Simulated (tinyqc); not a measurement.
Worked calculation: Franz-Keldysh effect at a direct gap. Values are carried at full precision from step to step, so a last printed digit may differ when a step is redone from the rounded ones.

Parabolic bands, vertical transitions, no excitons. For each hole band j: mr = me mj/(me + mj); joint density of states J_j(E) = (mr/c)^(3/2) sqrt(E - Eg)/(2 pi^2), both spins, c = hbar^2/2m0; averaged matrix element |e.p|^2 = m0 Ep/6; alpha_j(E) = 4 pi^2 alpha_f c Ep J_j/(3 nr E) in 1/angstrom (alpha_f the fine-structure constant, listed as alpha among the constants), times 1e8 for 1/cm.

In a field Fd (1 kV/cm = 1e-5 V/angstrom) the electro-optic energy of band j is th = (c (e Fd)^2/mr)^(1/3), and sqrt(E - Eg) in J_j is replaced by pi sqrt(th) [Ai'(b)^2 - b Ai(b)^2] with b = (Eg - E)/th; Ai is the Airy function.

Constants: hbar^2/2m0 = 3.80998211 eV angstrom^2; fine-structure constant alpha = 0.007297352564.

Parameters, chosen for this exercise (near those of InGaAs; shifted at random, so the results belong to these values and not to a real crystal):

| symbol | value | unit | meaning |
|---|---|---|---|
| Eg | 0.748 | eV | direct gap |
| me | 0.0418 | m0 | electron mass |
| mhh | 0.447 | m0 | heavy-hole mass |
| mlh | 0.0527 | m0 | light-hole mass |
| Ep | 23.1 | eV | Kane energy |
| nr | 3.59 |  | refractive index |
| Fd | 35 | kV/cm | uniform field |
| E | 0.78 | eV | photon energy |
| L | 81 | micrometre | length of a waveguide |

## Electro-optic energy and length

For each hole band give mr, th and the length th/(e Fd).

Scales:

| hole | mr (m0) | th (meV) | length (angstrom) |
|---|---|---|---|
| heavy | 0.03823 | 23.027 | 65.8 |
| light | 0.02331 | 27.154 | 77.6 |

The light-hole pair has th larger by a factor 1.179, the cube root of the ratio of reduced masses.

## Airy factors at E

Ai is the Airy function, th the electro-optic energy of each hole band from the table (its other columns are not needed here), b = (Eg - E)/th with th in eV; the factor takes the place of sqrt(E - Eg) in the joint density of states.

Form b, Ai(b), Ai'(b) and the factor pi sqrt(th) [Ai'^2 - b Ai^2] for each band, beside sqrt(E - Eg) (zero below the gap).

Factors:

| hole | b | Ai(b) | Ai'(b) | factor (eV^(1/2)) | without field |
|---|---|---|---|---|---|
| heavy | -1.3897 | 0.4941 | 0.2327 | 0.1876 | 0.1789 |
| light | -1.1785 | 0.5284 | 0.09353 | 0.1748 | 0.1789 |

## Absorption with and without the field

Put the factors in place of sqrt(E - Eg) in alpha_j and add the bands; a waveguide of length L changes its transmission by 4.343 (alpha(F) - alpha(0)) L dB.

alpha_j in the field (1/cm): heavy 2.88e+03, light 1.28e+03

alpha(F) = 4.16e+03 1/cm
alpha(0) = 4058 1/cm
change of loss = 3.66 dB

Without the field the loss over L is 143 dB, so this energy is of no use for a modulator. Above the gap the field raises the absorption at this energy; the sign alternates with energy (Franz-Keldysh oscillations). Excitons, which add a sharp peak at low field, are left out.

## Checks

- Airy factor at b = -40 against the zero-field limit sqrt(-b): 6.33 against 6.32.

tinyqc: `OMP_NUM_THREADS=1 python tinyqc.py 1650083 1650084 out.jsonl`; about 0.01 s, one thread, shared Intel(R) Xeon(R) Processor @ 2.30GHz.
